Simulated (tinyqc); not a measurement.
# Space-charge-limited current with shallow traps, step by step

Computed by the program tinyqc: `OMP_NUM_THREADS=1 python tinyqc.py 2370042 2370043 out.jsonl`, one thread of a shared Intel Xeon 2.30GHz, about 0.01 s for the whole run. Printed values are rounded.

One carrier type, drift only, an injecting contact at x = 0 (zero field) and thickness L. The share th = y/(1 + y), y = (Nc/Nt) exp(-Et/kB T), of the injected charge is free: J = q mu n F, eps0 eps_r dF/dx = q (n - n0)/th.

Values chosen for this exercise: temperature T = 350 K; relative permittivity eps_r = 10.6; mobility mu = 0.00011 cm^2/(V s); thickness L = 4900 nm; band density of states Nc = 1.5e20 cm^-3; trap density Nt = 2.8e15 cm^-3; trap depth Et = 0.52 eV; free carrier density in equilibrium n0 = 1.9e10 cm^-3; voltage V = 4.5 V.

Constants: q = 1.602176634e-19 C, kB = 1.380649e-23 J/K, Vt = kB T/q, eps0 = 8.8541878128e-14 F/cm where lengths are in cm. Results are converted to the units shown.

Range of the model: Diffusion and a field-dependent mobility are left out. With injecting contacts the diffusion current, about 4 pi^2 Vt th eps0 eps_r mu V/L^3, equals the Mott-Gurney current at V = 35 kB T/q (0.9 V at 300 K), so the drift-only result needs V well above that.

## Limits and characteristic voltages

Ohmic J = q n0 mu V/L; Mott-Gurney J = (9/8) th eps0 eps_r mu V^2/L^3; they cross at Vx = 8 q n0 L^2/(9 th eps0 eps_r); traps fill at V_TFL = q Nt L^2/(2 eps0 eps_r).

th = 0.00173983
ohmic J = 3.07520e-9 A/cm^2
Mott-Gurney J = 3.47811e-8 A/cm^2
Vx = 0.397871 V
V_TFL = 57.3820 V

## The exact current

Exact: with u = n0/n(L), w = -u - ln(1 - u) and v = -u - u^2/2 - ln(1 - u), V = (q n0 L^2/(th eps0 eps_r)) v/w^2 and J = q^2 n0^2 mu L/(th eps0 eps_r w). v/w^2 falls steadily with u, so u follows by bisection.

v/w^2 = 10.0535
u = 0.122967
w = 0.00824371
J = 3.71050e-8 A/cm^2
exit field over V/L = 1.48371

J is 2.0 % below the plain sum of the two limits; the exit field lies between the ohmic 1 and the Mott-Gurney 1.5.
